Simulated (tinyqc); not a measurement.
# Worked calculation: p-n diode, drift-diffusion by the Gummel loop with Scharfetter-Gummel fluxes

Program tinyqc, `OMP_NUM_THREADS=1 python tinyqc.py 2240011 2240012 out.jsonl`; Intel Xeon 2.30GHz, shared host, one thread, about 0.1 s. Printed values are rounded.

Abrupt junction at x = 0, p side from -Lp, n side to Ln, ohmic contacts. psi is counted from the intrinsic level; n = ni exp((psi - phin)/Vt), p = ni exp((phip - psi)/Vt). Contacts: p side psi = V - Vt ln(Na/ni), p = Na, n = ni^2/Na; n side psi = Vt ln(Nd/ni), n = Nd, p = ni^2/Nd. Constant mobilities, D = mu Vt, Boltzmann statistics, SRH recombination through a mid-gap level, U = (n p - ni^2)/(tp (n + ni) + tn (p + ni)). Current is positive from the p contact to the n contact.

Values chosen for this exercise; band and dielectric values close to those of indium phosphide: temperature T = 300 K; band gap Eg = 1.36 eV; relative permittivity eps_r = 12.7; conduction-band density of states at T Nc = 5.81e17 cm^-3; valence-band density of states at T Nv = 1.08e19 cm^-3; acceptor density of the p side Na = 5.5e17 cm^-3; donor density of the n side Nd = 1.4e16 cm^-3; electron mobility mun = 2300 cm^2/(V s); hole mobility mup = 130 cm^2/(V s); SRH lifetime of electrons tn = 8e-8 s; SRH lifetime of holes tp = 5e-10 s; uniform generation rate G = 0 cm^-3 s^-1; bias of the p contact V = 0.73 V.

Constants: q = 1.602176634e-19 C, kB = 1.380649e-23 J/K, Vt = kB T/q, eps0 = 8.8541878128e-14 F/cm where lengths are in cm. Results are converted to the units shown.

## Intrinsic density and built-in voltage

ni = sqrt(Nc Nv) exp(-Eg/(2 Vt)), Eg in volts; Vbi = Vt ln(Na Nd/ni^2).

ni = 9.44719e6 cm^-3
Vbi = 1.18671 V

## Round 1: Poisson equation

```
node	x (nm)	phin at the start (V)	phip at the start (V)
0	-550	0.73	0.73
1	-338	0	0.73
2	-204	0	0.73
3	-118	0	0.73
4	-63.6	0	0.73
5	-29	0	0.73
6	-7	0	0.73
7	7	0	0.73
8	32	0	0.73
9	76.5	0	0.73
10	156	0	0.73
11	297	0	0.73
12	550	0	0.73
13	1000	0	0
```

With phin and phip held, solve a_i (psi_(i+1) - psi_i) - a_(i-1) (psi_i - psi_(i-1)) + q w_i (p_i - n_i + C_i) = 0 for the inner nodes by Newton steps to convergence; a_i = eps0 eps_r/h_i, h_i = x_(i+1) - x_i, w_i = (h_(i-1) + h_i)/2, C = -Na or +Nd.

```
node	psi (V)	n after Poisson (cm^-3)	p after Poisson (cm^-3)
0	0.089194	1.62272e-4	5.5e17
1	0.089194	2.97648e8	5.50000e17
2	0.089194	2.97648e8	5.50000e17
3	0.089195	2.97649e8	5.49998e17
4	0.089204	2.97761e8	5.49791e17
5	0.089668	3.03150e8	5.40017e17
6	0.098819	4.31899e8	3.79039e17
7	0.166026	5.81320e9	2.81611e16
8	0.256754	1.94348e11	8.42337e14
9	0.385548	2.83289e13	5.77878e12
10	0.517479	4.66200e15	3.51151e10
11	0.544641	1.33313e16	1.22799e10
12	0.545888	1.39902e16	1.17015e10
13	0.545906	1.4e16	0.00637496
```

## Round 1: electron continuity

With psi and p held, F_i = (mun Vt/h_i) [n_(i+1) B(d_i) - n_i B(-d_i)], d_i = (psi_(i+1) - psi_i)/Vt, B(d) = d/(exp(d) - 1); solve F_i - F_(i-1) = w_i [(n_i p_i - ni^2)/den_i - G] for the new n, with den = tp (n + ni) + tn (p + ni) taken at the old n and p, h_i = x_(i+1) - x_i, w_i = (h_(i-1) + h_i)/2; phin = psi - Vt ln(n/ni).

```
node	new n (cm^-3)	phin after round 1 (V)
0	1.62272e-4	0.730000
1	1.16270e8	0.024301
2	1.89766e8	0.011636
3	2.36940e8	0.005897
4	2.66877e8	0.002831
5	2.90860e8	0.001070
6	4.28870e8	0.000182
7	5.80924e9	0.000018
8	1.94342e11	0.000001
9	2.83288e13	0.000000
10	4.66200e15	0.000000
11	1.33313e16	0.000000
12	1.39902e16	0.000000
13	1.4e16	0.000000
```

## Round 1: hole continuity

With psi and the new n held, F_i = (mup Vt/h_i) [p_(i+1) B(-d_i) - p_i B(d_i)], d_i = (psi_(i+1) - psi_i)/Vt, B(d) = d/(exp(d) - 1); solve F_i - F_(i-1) = w_i [(n_i p_i - ni^2)/den_i - G] for the new p, with den = tp (n + ni) + tn (p + ni) taken at the new n and the old p, h_i = x_(i+1) - x_i, w_i = (h_(i-1) + h_i)/2; phip = psi + Vt ln(p/ni).

```
node	new p (cm^-3)	phip after round 1 (V)
0	5.5e17	0.730000
1	5.50000e17	0.730000
2	5.50000e17	0.730000
3	5.49998e17	0.730000
4	5.49791e17	0.730000
5	5.40017e17	0.730000
6	3.79039e17	0.730000
7	2.81611e16	0.730000
8	8.42336e14	0.730000
9	5.77775e12	0.729995
10	3.43005e10	0.729393
11	9.40078e9	0.723093
12	4.33743e9	0.704344
13	0.00637496	0.000000
```

## Round 2: Poisson equation

As before.

```
node	psi (V)	n after Poisson (cm^-3)	p after Poisson (cm^-3)
0	0.089194	1.62272e-4	5.5e17
1	0.089194	1.16270e8	5.50000e17
2	0.089194	1.89766e8	5.50000e17
3	0.089194	2.36940e8	5.49998e17
4	0.089204	2.66877e8	5.49791e17
5	0.089668	2.90860e8	5.40017e17
6	0.098819	4.28870e8	3.79039e17
7	0.166026	5.80924e9	2.81611e16
8	0.256754	1.94342e11	8.42336e14
9	0.385548	2.83288e13	5.77775e12
10	0.517479	4.66200e15	3.43005e10
11	0.544641	1.33313e16	9.40078e9
12	0.545888	1.39902e16	4.33744e9
13	0.545906	1.4e16	0.00637496
```

## Round 2: electron continuity

As before.

```
node	new n (cm^-3)	phin after round 2 (V)
0	1.62272e-4	0.730000
1	1.16270e8	0.024301
2	1.89766e8	0.011636
3	2.36940e8	0.005897
4	2.66877e8	0.002831
5	2.90860e8	0.001070
6	4.28870e8	0.000182
7	5.80924e9	0.000018
8	1.94342e11	0.000001
9	2.83288e13	0.000000
10	4.66200e15	0.000000
11	1.33313e16	0.000000
12	1.39902e16	0.000000
13	1.4e16	0.000000
```

## Round 2: hole continuity

As before.

```
node	new p (cm^-3)	phip after round 2 (V)
0	5.5e17	0.730000
1	5.50000e17	0.730000
2	5.50000e17	0.730000
3	5.49998e17	0.730000
4	5.49791e17	0.730000
5	5.40017e17	0.730000
6	3.79039e17	0.730000
7	2.81611e16	0.730000
8	8.42336e14	0.730000
9	5.77775e12	0.729995
10	3.43005e10	0.729393
11	9.40073e9	0.723093
12	4.33732e9	0.704343
13	0.00637496	0.000000
```

## Course of the Gummel loop

Stop when phin and phip change by less than 1e-8 V, or after 80 rounds. J = Jn at the p contact + Jp at the n contact + q sum w_i U_i - q G sum w_i over the inner nodes, which avoids differences of large majority fluxes: Jn = (q mun Vt/h_0)[n_1 B(d_0) - n_0 B(-d_0)], Jp = (q mup Vt/h_last)[p_(N-1) B(d_last) - p_N B(-d_last)], d_i = (psi_(i+1) - psi_i)/Vt, B(d) = d/(exp(d) - 1), w_i = (h_(i-1) + h_i)/2.

Course of the iteration:
```
round	J (A/cm^2)	largest change of phin, phip (V)
1	6.76039e-4	0.0257
2	6.76036e-4	7.03e-7
3	6.76036e-4	1.46e-10
```

Converged in 3 rounds.

## Recombination and current

```
node	converged psi (V)	converged n (cm^-3)	converged p (cm^-3)
0	0.089194	1.62272e-4	5.5e17
1	0.089194	1.16270e8	5.50000e17
2	0.089194	1.89766e8	5.50000e17
3	0.089194	2.36940e8	5.49998e17
4	0.089204	2.66877e8	5.49791e17
5	0.089668	2.90860e8	5.40017e17
6	0.098819	4.28870e8	3.79039e17
7	0.166026	5.80924e9	2.81611e16
8	0.256754	1.94342e11	8.42336e14
9	0.385548	2.83288e13	5.77775e12
10	0.517479	4.66200e15	3.43005e10
11	0.544641	1.33313e16	9.40073e9
12	0.545888	1.39902e16	4.33732e9
13	0.545906	1.4e16	0.00637496
```

U_i as defined. J = Jn at the p contact + Jp at the n contact + q sum w_i U_i - q G sum w_i over the inner nodes, which avoids differences of large majority fluxes: Jn = (q mun Vt/h_0)[n_1 B(d_0) - n_0 B(-d_0)], Jp = (q mup Vt/h_last)[p_(N-1) B(d_last) - p_N B(-d_last)], d_i = (psi_(i+1) - psi_i)/Vt, B(d) = d/(exp(d) - 1), w_i = (h_(i-1) + h_i)/2.

U, node 0 to 13 (cm^-3 s^-1): 0  1.45337e15  2.37208e15  2.96176e15  3.33596e15  3.63575e15  5.36087e15  7.26155e16  2.42928e18  3.43581e20  6.85203e19  1.87993e19  8.67420e18  0
Jn at the p contact = 5.22472e-5 A/cm^2
Jp at the n contact = 5.18806e-5 A/cm^2
recombination = 5.71908e-4 A/cm^2
generation = 0 A/cm^2
J = 6.76036e-4 A/cm^2

A 500-node mesh gives J = 9.546e-4 A/cm^2; this mesh differs from it by -2.8e-4 A/cm^2 (-29 %).
